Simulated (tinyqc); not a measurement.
Donors on two lattice sites with valley-orbit split states: sweeps and comparisons. A value that a table varies takes the place of the one given here.

Each donor binds at most one electron, in any of its states. For a site s, W_s = sum over its states of g exp(E/kT), and the ionised share is 1/(1 + W_s exp(eta)), eta = (EF - Ec)/kT; n = Nc F_1/2(eta); neutrality n + NA = ND x (mean ionised share, the two sites in equal numbers); holes are neglected. Nc from N = 2 (m kB T/(4 pi c))^(3/2) with c = hbar^2/2m0, in 1/angstrom^3; times 1e24 for 1/cm^3, m = md. F_j(eta) = (1/Gamma(j + 1)) integral_0^infinity x^j dx/(1 + exp(x - eta)), which tends to exp(eta) for eta << 0.

Mobility (Caughey-Thomas form): mu = mu0 + (mu1 (T/300)^(-ga) - mu0)/(1 + ((ND + NA)/Nr)^de); rho = 1/(e n mu), e = 1.602176634e-19 C.

Constants: hbar^2/2m0 = 3.80998211 eV angstrom^2; kB = 8.617333262e-05 eV/K.

Parameters, chosen for this exercise (near those of nitrogen in 4H-SiC; shifted at random, so the results belong to these values and not to a real crystal):
- md = 0.8 m0 (density-of-states mass of the conduction band)
- E = (59.7, 52.8, 120.4, 79.4) meV (binding energies of h ground, h excited, k ground, k excited)
- g = (2, 4, 2, 4) (their degeneracies with spin)
- ND = 6e+17 1/cm^3 (donors, half on each site)
- NA = 1.2e+17 1/cm^3 (compensating acceptors, all ionised)
- T = 200 K
- mu0 = 37 cm^2/(V s) (mobility at heavy doping)
- mu1 = 929 cm^2/(V s) (mobility at light doping and 300 K)
- Nr = 1.9e+17 1/cm^3 (reference doping)
- de = 0.61 (doping exponent)
- ga = 2.4 (temperature exponent)

## What the excited states change

The last columns keep only the ground state of each site (g = 2).

Results:
```
T (K)  effective degeneracy, h site     eta  n (1/cm^3)  n, ground states only  ratio
40                             2.54  -17.85    1.55e+10               1.97e+10  0.787
60                             3.05  -12.26    7.63e+12               1.16e+13  0.655
80                             3.47   -9.50    1.85e+14               3.20e+14  0.578
110                            3.93   -7.29    2.72e+15               5.15e+15  0.528
150                            4.35   -5.87    1.79e+16               3.17e+16  0.566
200                            4.68   -5.13    5.77e+16               8.64e+16  0.668
250                            4.90   -4.82    1.10e+17               1.47e+17  0.745
300                            5.06   -4.69    1.65e+17               2.09e+17  0.786
400                            5.27   -4.65    2.63e+17               3.16e+17  0.831
500                            5.41   -4.75    3.33e+17               3.84e+17  0.866
```

The effective degeneracy grows from 2.54 to 5.41. Excited states hold electrons back, so the ratio is never above 1; it is lowest, 0.528, at 110 K of those listed, and 0.786 at 300 K. At low T the excited states empty out, and at high T more donors are ionised (n is 69 % of ND - NA in the last row), so the effect is largest in between.

## Ionisation and resistivity against doping

NA = 0.

Results:
```
ND (1/cm^3)  n (1/cm^3)   n/ND  mu (cm^2/(V s))  rho (ohm cm)  rho at full ionisation
1.0e+14        9.87e+13  0.987             2434          26.0                    25.6
1.0e+15        8.98e+14  0.898             2364          2.94                    2.64
1.0e+16        6.42e+15  0.642             2114         0.460                   0.295
3.0e+16        1.52e+16  0.506             1865         0.220                   0.112
1.0e+17        3.67e+16  0.367             1482         0.115                  0.0421
3.0e+17        7.63e+16  0.254             1080        0.0758                  0.0193
1.0e+18        1.58e+17  0.158              682        0.0580                 0.00915
2.0e+18        2.33e+17  0.117              502        0.0532                 0.00621
```

From 1e16 to 1e18 1/cm^3 rho falls by a factor 7.93, not 100: the mobility takes a factor 3.10 and incomplete ionisation 4.07. n/ND is below 0.9 from 1e+15 1/cm^3 on. Near 1e19 1/cm^3 and above the levels merge with the band, and already below that screening lowers the binding energy, so the last rows understate n.

## Compensation sets the slope of the freeze-out

NA = K ND. The slope energy is -d ln(n T^(-p))/d(1/kT) between 50 and 60 K, with p = 3/4 for K = 0 and p = 3/2 otherwise.

Results:
```
K       n(50 K) (1/cm^3)  n(60 K) (1/cm^3)  slope energy (meV)
0               3.54e+14          1.23e+15               28.72
0.0010          1.64e+14          9.68e+14               38.86
0.010           2.04e+13          2.39e+14               56.58
0.050           3.76e+12          4.57e+13               57.48
0.20            6.27e+11          7.63e+12               57.52
0.50            4.32e+08          1.77e+10               88.95
```

Without acceptors the slope is 28.72 meV, against half the h-site ground-state energy, 29.85; with K = 0.05 it is 57.48 meV, against the full 59.7. The full energy (less a few meV where excited levels lie within a few kT) shows where n is far below NA, since the acceptors then hold EF near the donor level: n(60 K)/NA is 1.6 for K = 0.001 and 0.0015 for K = 0.05; for K = 0.001 the sample is still in or near the uncompensated regime, where p = 3/2 is the wrong power, so that slope means little. At K = 0.5 the acceptors have taken as many electrons as there are h sites, EF sits between the two levels, and the slope is 89.0 meV against their mean of 90.1.

## What moves the carrier density

All results formed anew. Each row changes one parameter from the base and keeps the others.

Results:
```
case                                  eta  n (1/cm^3)  rho (ohm cm)
base                               -5.130   5.772e+16        0.1384
E = (64.7, 52.8, 120.4, 79.4) meV  -5.197   5.395e+16        0.1481
md = 0.88 m0                       -5.186   6.294e+16        0.1269
ND = 1.2e+18 1/cm^3                -4.434   1.155e+17       0.08935
NA = 1.8e+17 1/cm^3                -5.556   3.770e+16        0.2189
T = 230 K                          -4.917   8.803e+16        0.1253
Nr = 3.8e+17 1/cm^3                -5.130   5.772e+16        0.1066
```

The largest shifts from the base row, up to three for each result and ties (the steps differ in size, so this ranks the rows, not the parameters). eta: ND +0.695, NA -0.427, T +0.213; unchanged at the printed digits by Nr. n (1/cm^3): ND +5.77e+16, T +3.03e+16, NA -2.00e+16; unchanged at the printed digits by Nr. rho (ohm cm): NA +0.0805, ND -0.0491, Nr -0.0319.

(tinyqc, `OMP_NUM_THREADS=1 python tinyqc.py 1681416 1681417 out.jsonl`, Intel(R) Xeon(R) Processor @ 2.30GHz, 1 thread, shared host, about 0.01 s.)
